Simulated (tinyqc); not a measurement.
Pariser-Parr-Pople SCF with singles CI, for the molecule Clc1cccc2ccoc12 (SMILES; centres numbered as the heavy atoms are written), step by step. One step of it, computed by the program tinyqc.

Task: Iteration 2: orbitals and new P. Diagonalise F (the basis is taken as orthonormal) and form P = 2 sum c c over the lowest orbitals.

F (eV), lower triangle:
```
            1Cl         2C         3C         4C         5C         6C         7C          8C
1Cl  -14.412896
2C    -3.057567  -6.203231
3C     0.759833  -5.287214  -2.503840
4C    -0.120309   0.363112  -2.981757  -2.559559
5C    -0.022712   0.253003  -0.017210  -3.419537  -2.701774
6C     0.054086  -0.274123   0.147359   0.570573  -5.569541  -7.407115
7C    -0.075279   0.159699  -0.209191   0.146265  -0.060380  -3.728644  -9.341442
8C    -0.032756   0.155944  -0.067752  -0.151872   0.609900  -0.249253  -5.764265  -14.000234
9O     0.263235  -0.440604   0.610928  -0.426716   0.571142  -0.183727  -0.034981   -3.328437
10C    0.332031  -4.113244   0.528358   0.048145   0.121168  -3.601290   0.585798    0.221855

             9O         10C
9O   -21.713829
10C   -5.546737  -11.506216
```

pi electrons, sum of z_r less the charge = 12

Give: orbital energies; P after iteration 2.

Result:

orbital energies (eV): -25.499  -17.764  -15.818  -14.097  -10.061  -7.818  -5.135  -2.391  1.911  4.322

P after iteration 2, lower triangle:
```
        1Cl      2C      3C      4C      5C      6C      7C      8C
1Cl   1.942
2C    0.232   1.067
3C   -0.180   0.744   0.877
4C   -0.064   0.230   0.552   0.590
5C    0.021  -0.084   0.192   0.465   0.743
6C    0.028  -0.131  -0.144   0.126   0.705   1.143
7C    0.033  -0.086  -0.063  -0.020   0.182   0.490   0.785
8C   -0.036   0.111   0.108  -0.085  -0.290  -0.154   0.800   1.426
9O    0.036  -0.136  -0.049   0.208   0.086  -0.066  -0.166   0.153
10C  -0.131   0.522  -0.136  -0.432  -0.227   0.400  -0.001  -0.120

        9O    10C
9O   1.921
10C  0.156  1.505
```
